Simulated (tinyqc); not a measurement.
Biaxially strained (001) channel, valley splitting in an inversion layer: two steps of the calculation.

A thin layer grown on a relaxed buffer is stretched in the plane. The two valleys with their long axis along the growth direction (D2) sink against the four in-plane ones (D4); confinement in a triangular well splits them too. Only the lowest subband of each set is kept; one relaxation time, so the weakening of intervalley scattering is left out.

Inputs (values chosen for the exercise); values close to those of silicon on relaxed silicon-germanium:

| symbol | value | unit | meaning |
|---|---|---|---|
| T | 300 | K | temperature |
| x | 0.21 |  | germanium share of the relaxed buffer |
| b1 | 0.0418 |  | lattice mismatch per unit x |
| c11 | 163 | GPa | elastic constant |
| c12 | 62.9 | GPa | elastic constant |
| Xu | 8.98 | eV | shear deformation potential |
| ml | 0.89 | m0 | longitudinal mass |
| mt | 0.19 | m0 | transverse mass |
| F | 1.2 | MV/cm | confining field |
| Ns | 1.2e12 | cm^-2 | inversion density |

Constants: q = 1.602176634e-19 C, kB = 1.380649e-23 J/K, hbar = 1.054571817e-34 J s, m0 = 9.1093837015e-31 kg, Vt = kB T/q, hbar^2/(2 m0) = 0.0380998212 eV nm^2. Results are converted to the units shown.

Task 1. Subband edges and densities of states. Levels E(m) = 2.33811 (hbar^2 q^2 F^2/(2 m))^(1/3): E2 = E(ml), E4 = E(mt) + D; N2 = 2 mt kB T/(pi hbar^2), N4 = 4 sqrt(mt ml) kB T/(pi hbar^2).

D = 139.66304 meV

Wanted: E2; E4; N2; N4.

Result 1.

E2 = 0.19899 eV
E4 = 0.47261 eV
N2 = 4.1037e12 cm^-2
N4 = 1.7763e13 cm^-2

Of the gap E4 - E2 = 274 meV, confinement gives 134 meV.

Task 2. Fermi level by Newton steps. f = N2 ln(1 + exp((EF - E2)/Vt)) + N4 ln(1 + exp((EF - E4)/Vt)) - Ns, f' = [N2/(1 + exp((E2 - EF)/Vt)) + N4/(1 + exp((E4 - EF)/Vt))]/Vt, EF(new) = EF - f/f'.

EF after iteration 1 = 0.17827334 eV
E2 = 0.19898946 eV
E4 = 0.47261038 eV
N2 = 4.1036937e12 cm^-2
N4 = 1.7763279e13 cm^-2

Give: f; f'; EF after iteration 2.

Result 2.

f = 3.2139e11 cm^-2
f' = 4.9175e13 cm^-2/eV
EF after iteration 2 = 0.17174 eV

Program tinyqc, `OMP_NUM_THREADS=1 python tinyqc.py 2530115 2530116 out.jsonl`; Intel Xeon 2.30GHz, shared host, one thread, about 0.01 s.
